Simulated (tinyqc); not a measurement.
Electron-beam lithography: double-Gaussian proximity function, edge placement and dose correction for parallel lines: one step, computed by the program tinyqc.

Lines are infinitely long. Absorbed energy is counted so that the middle of a very large area written at dose 1 receives 1; the resist develops where it exceeds 1/2.

Question. Dose to size and latitude. A test line of width w << beta in surroundings of density rho, all at dose d: near its edge E(x) = d [S + eta rho]/(1 + eta), S = [erf((b - x)/alpha) - erf((a - x)/alpha)]/2 for edges a and b, the second term being the background energy. Dose to size d_s = (1 + eta)/(erf(w/alpha) + 2 eta rho), dose = d_s D0; edge slope d [1 - exp(-w^2/alpha^2)]/(sqrt(pi) alpha (1 + eta)); width change per 1 % of dose = 2 x 0.01 x (1/2)/slope.

Inputs (values chosen for the exercise, of the order of those for 30 keV electrons in resist on silicon):

| quantity | value | unit |
|---|---|---|
| forward range alpha | 0.028 | micrometre |
| backscatter ratio eta | 0.98 | - |
| base dose D0 | 580 | microcoulomb/cm^2 |
| width of the test line | 0.25 | micrometre |
| pattern density around the test line | 0.21 | - |

Give: dose to size d_s; dose; edge slope; width change per 1 % of dose; background energy.

Answer.

dose to size d_s = 1.403

dose = 813.5 microcoulomb/cm^2

edge slope = 0.01427 1/nm

width change per 1 % of dose = 0.7006 nm

background energy = 0.1458

The background supplies 29 % of the threshold.
